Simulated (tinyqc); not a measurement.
## Germanium share from the critical thickness

Question. Critical thickness (Matthews-Blakeslee, 60-degree dislocations): h = bv (1 - nu/4)[ln(h/bv) + 1]/(4 pi e_par (1 + nu)), nu = c12/(c11 + c12). e_par = b1 x. Find e_par and x.

Values chosen for this exercise:

| symbol | value | unit | meaning |
|---|---|---|---|
| b1 | 0.0418 |  | lattice mismatch per unit x |
| c11 | 167 | GPa | elastic constant |
| c12 | 65.9 | GPa | elastic constant |
| bv | 0.384 | nm | Burgers vector |

critical thickness = 16.886418 nm

Solution. For given h the relation is explicit in the strain.

e_par = 0.627 %
x = 0.150

Computed by the program tinyqc: `OMP_NUM_THREADS=1 python tinyqc.py 2530162 2530163 out.jsonl`, one thread of a shared Intel Xeon 2.30GHz, about 0.02 s for the whole run.
